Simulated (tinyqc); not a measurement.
Surface Green function of a chain with one s and one p orbital a site, Sancho-Rubio decimation: two steps of the calculation.

A semi-infinite lead of cells 0, 1, 2, ... with H0 inside a cell and H1 = <cell i|H|cell i + 1>. H1 = [[-vss, vsp], [-vsp, vpp]]. z = E + i eta.

Parameters, values chosen for the exercise:
```
symbol  value  unit     meaning
E        1.69    eV      energy
eta       0.2    eV  broadening
```

Question 1. Decimation. Start with e_s = e = H0, a = H1, b = H1^dagger. Each round: g = (z - e)^(-1); e_s <- e_s + a g b; e <- e + a g b + b g a; a <- a g a; b <- b g b (all with the old a, b). Round k joins cells 2^k apart.

H0 (eV):
```
       s     p
s  -0.89     0
p      0  0.37
```

H1 (eV):
```
      s     p
s    -1   0.4
p  -0.4  1.01
```

Give: g; e_s after round 1; e after round 1; a after round 1; b after round 1.

Answer 1.

g (1/eV):
```
                s               p
s  0.3853-0.0299i  0.0000+0.0000i
p  0.0000+0.0000i  0.7406-0.1122i
```

e_s after round 1 (eV):
```
               s             p
s  -0.386-0.048i  0.453-0.057i
p   0.453-0.057i  1.187-0.119i
```

e after round 1 (eV):
```
              s             p
s  0.118-0.096i  0.000+0.000i
p  0.000+0.000i  2.004-0.238i
```

a after round 1 (eV):
```
                 s               p
s   0.2668-0.0119i  0.1451-0.0334i
p  -0.1451+0.0334i  0.6938-0.1097i
```

b after round 1 (eV):
```
                s                p
s  0.2668-0.0119i  -0.1451+0.0334i
p  0.1451-0.0334i   0.6938-0.1097i
```

Question 2. Self-energy, Dyson check and densities of states. Sigma = H1 g_s H1^dagger is what the lead adds to one more cell, and (z - H0 - Sigma)^(-1) must give g_s back. Densities of states: -Im of the diagonals over pi.

H0 (eV):
```
       s     p
s  -0.89     0
p      0  0.37
```

H1 (eV):
```
      s     p
s    -1   0.4
p  -0.4  1.01
```

converged surface Green function g_s (1/eV):
```
                        s                       p
s  0.47004724-0.09679902i  0.03004770-0.17284125i
p  0.03004770-0.17284125i  0.54806505-0.73027087i
```

converged bulk Green function (1/eV):
```
                        s                       p
s  0.62738029-0.14547561i  0.00000000+0.00000000i
p  0.00000000+0.00000000i  0.04788070-0.69037079i
```

Find: Sigma; (z - H0 - Sigma)^(-1); surface density of states; bulk density of states.

Answer 2.

Sigma (eV):
```
                s               p
s  0.5337-0.0754i  0.3743-0.1315i
p  0.3743-0.1315i  0.6100-0.6208i
```

(z - H0 - Sigma)^(-1) (1/eV):
```
                s               p
s  0.4700-0.0968i  0.0300-0.1728i
p  0.0300-0.1728i  0.5481-0.7303i
```

```
orbital  surface density of states (1/eV)  bulk density of states (1/eV)
s                                  0.0308                         0.0463
p                                  0.2325                         0.2198
```

Computed by the program tinyqc: `OMP_NUM_THREADS=1 python tinyqc.py 2680007 2680008 out.jsonl`, one thread of a shared Intel Xeon 2.30GHz, about 0.06 s for the whole run.
